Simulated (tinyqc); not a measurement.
Competing polymorphs of an oxide film: bulk, surface, grain-boundary, dopant and field terms: one step, computed by the program tinyqc.

Phases: monoclinic m (reference), polar orthorhombic o, tetragonal t. Free energies per formula unit (f.u.); 1 J/m^2 x angstrom^3/nm = 6.241509 meV.

Problem. Free energies of the grain. Area per volume: A = 3/R for a sphere; G = b + gamma Omega A.

Inputs (values chosen for the exercise, for a model oxide): surface energy of m = 3.45 J/m^2; surface energy of o = 3.07 J/m^2; surface energy of t = 2.99 J/m^2; volume per formula unit Omega = 33.9 angstrom^3; grain radius R = 23 nm; temperature T = 300 K.

Geometry: free particles.

b (meV/f.u.): m 0.00, o 44.94, t 137.20

Give: area per volume A; G less G(m); G(o) - G(m); G(t) - G(o).

Solution.

area per volume A = 0.1304 1/nm

G less G(m) (meV/f.u.): m 0.0, o 34.5, t 124.5

G(o) - G(m) = 34.45 meV/f.u.

G(t) - G(o) = 90.05 meV/f.u.

The lowest phase is m, by 34.5 meV/f.u. over o, as in the bulk terms. Caution: this is an equilibrium ranking; real films often keep the phase that nucleates first on cooling from t.
